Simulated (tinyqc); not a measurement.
Oxidation of curved silicon (wires and holes): cylindrical Deal-Grove kinetics with stress-retarded reaction: one step, computed by the program tinyqc.

Silicon fills r < a and oxide a < r < b. One volume of silicon gives 2.25 volumes of oxide, and the length is fixed.

Problem. Rate at the start. Geometry: b^2 = b0^2 + 1.25 (a0^2 - a^2), b0 = a0 + x_i. Rate of oxide made per interface area: q = 1/[1/k + 2 a |ln(b/a)|/B], and |da/dt| = q/2.25. Reaction k = (B/A) exp(-sigma V_k/(k_B T)). New oxide pushes the old with radial speed u = 1.25 |da/dt| at r = a; the shear stress at radius r is s_c asinh(z a^2/r^2), z = 2 eta u/(a s_c) (Eyring flow), and the compressive normal stress at the interface is sigma = |int_a^b 2 s/r dr| = s_c |F(z) - F(z a^2/b^2)|, F(y) = int_0^y asinh(w)/w dw. q and sigma are solved together. 1 MPa angstrom^3 = 6.241509e-6 eV.

Inputs (values chosen for the exercise, close to those used for silicon in dry oxygen):

| quantity | value | unit |
|---|---|---|
| starting silicon radius a0 | 27 | nm |
| starting oxide x_i | 1 | nm |
| critical shear stress s_c | 46 | MPa |
| activation volume V_k | 15 | angstrom^3 |
| temperature T | 950 | C |

Shape: wire (convex).

B = 7216.723 nm^2/h

B/A = 28.27090 nm/h

low-stress viscosity eta = 5.652738e+14 Pa s

k_B T = 0.1054029 eV

Give: oxide radius b0; rate q without stress; normal stress sigma; factor on the reaction; rate q with stress.

Solution.

oxide radius b0 = 28 nm

rate q without stress = 28.06 nm/h

normal stress sigma = 29.81 MPa

factor on the reaction = 0.9739

rate q with stress = 27.33 nm/h
